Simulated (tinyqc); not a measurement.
Concentration-dependent dopant diffusion with charged defects and the built-in field: one step, computed by the program tinyqc.

A constant source C_s feeds a half space. The dopant moves through neutral point defects and through charged ones, whose number grows with the majority carrier density n.

Problem. Diffusivity at the surface. n = C/2 + sqrt(C^2/4 + n_i^2); D(C) = h [Dx + D1 (n/n_i)], h = 1 + C/sqrt(C^2 + 4 n_i^2).

Inputs (values chosen for the exercise, modelled on boron in silicon): surface concentration C_s = 6.8e+19 1/cm^3; temperature T = 1075 C.

Field enhancement: on.

n_i = 1.053952e+19 1/cm^3

partial diffusivities (cm^2/s): Dx 4.266335e-15, D1 7.062239e-14

intrinsic diffusivity D_i = 7.488873e-14 cm^2/s

Give: n/n_i; field factor h; surface diffusivity D_s; enhancement D_s/D_i.

Solution.

n/n_i = 6.603

field factor h = 1.955

surface diffusivity D_s = 9.201e-13 cm^2/s

enhancement D_s/D_i = 12.29

C_s is 6.45 times n_i: diffusion is extrinsic near the surface. At such a C_s dopants can cluster or exceed their solubility, which the model leaves out.
